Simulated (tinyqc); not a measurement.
Raising U: Hubbard chain of 3 sites, mean field against exact. Computed by the program tinyqc. Collinear unrestricted mean field (the lowest of 40 random starts) against exact diagonalisation.

one-body matrix (hopping and site energies) (eV):
```
         1        2        3
1   0.0000  -1.0200   0.0000
2  -1.0200   0.0000  -1.0200
3   0.0000  -1.0200   0.0000
```

electrons, up and down: 2  1

Exact and mean-field results (eV):
```
U          U/t   E exact  E mean field  mean |n_up - n_down|  double occupancy, exact  first gap in the sector
0.510    0.500  -2.58136      -2.56949                 0.367                    0.188                    1.371
1.020    1.000  -2.30881      -2.26276                 0.413                    0.168                    1.289
2.040    2.000  -1.85649      -1.70000                 0.556                    0.129                    1.110
3.060    3.000  -1.51506      -1.26767                 0.729                    0.096                    0.942
4.080    4.000  -1.26079      -0.98401                 0.837                    0.072                    0.802
6.120    6.000  -0.92487      -0.67002                 0.926                    0.042                    0.602
12.240  12.000  -0.49649      -0.33880                 0.981                    0.013                    0.329
20.400  20.000  -0.30299      -0.20374                 0.993                 4.85e-03                    0.201
```

Estimate the missing row, U = 8.16.

Computed row:
```
U        U/t   E exact  E mean field  mean |n_up - n_down|  double occupancy, exact  first gap in the sector
8.160  8.000  -0.72187      -0.50589                 0.958                    0.026                    0.474
```

In absolute terms mean field is worst at U/t = 4.0, 0.277 eV too high: at small U it is nearly exact, and at large U it misses only exchange-scale energies. Relative to the exact energy its error is 0.5 % at the smallest U, 33 % at most and 33 % at the largest. The double occupancy falls from 0.188 to 0.005; at the largest U the first gap is 0.99 times the exchange scale 4t^2/U.
